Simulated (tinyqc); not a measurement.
Thermophotovoltaic cell, detailed-balance limit: two steps of the calculation.

Every photon above the gap Eg makes one pair and none below is absorbed; carriers thermalise at T and move without loss. Jsc = q F Phi(Eg, Ts); the dark current is J0 = q ge Phi(Eg, T)/ERE with the Boltzmann factor exp(V/Vt). Photons below the gap return to the emitter with reflectance Rf, and the efficiency is the electrical power over the radiant power not returned (luminescence back to the emitter is not credited).

Values chosen for this exercise:
```
symbol,value,unit,meaning
Ts,1400,K,emitter temperature
Eg,0.9,eV,band gap
```

Constants: q = 1.602176634e-19 C, kB = 1.380649e-23 J/K, h = 6.62607015e-34 J s, c = 299792458 m/s. Results are converted to the units shown.

Task 1. Photon flux of the source, term by term. Photon flux above E from a black body at temperature T into a hemisphere: Phi(E, T) = A sum_k exp(-k E/th)[E^2 th/k + 2 E th^2/k^2 + 2 th^3/k^3], k = 1, 2, ..., with th = kB T/q in eV and A = 2 pi q^3/(h^3 c^2). The first six terms at E = Eg, T = Ts are listed; the flux takes all.

Give: th; A; terms k = 1..6; Phi(Eg, Ts).

Result 1.

th = 0.1206 eV
A = 9.883e22 cm^-2 s^-1 eV^-3
terms k = 1..6 (eV^3): [7.335e-5, 1.851e-8, 6.793e-12, 2.868e-15, 1.303e-18, 6.196e-22]
Phi(Eg, Ts) = 7.252e18 cm^-2 s^-1

Task 2. Maximum power point by substitution. v = Vmp/Vt solves (1 + v) exp(v) = 1 + Jsc/J0; v(new) = ln[(1 + Jsc/J0)/(1 + v)].

v at the start = 0
Jsc = 476.34571 mA/cm^2
J0 = 1.7786966e-9 mA/cm^2

Wanted: v after iteration 1.

Result 2.

v after iteration 1 = 26.314

Program tinyqc, `OMP_NUM_THREADS=1 python tinyqc.py 2820018 2820019 out.jsonl`; Intel Xeon 2.30GHz, shared host, one thread, about 0.01 s.
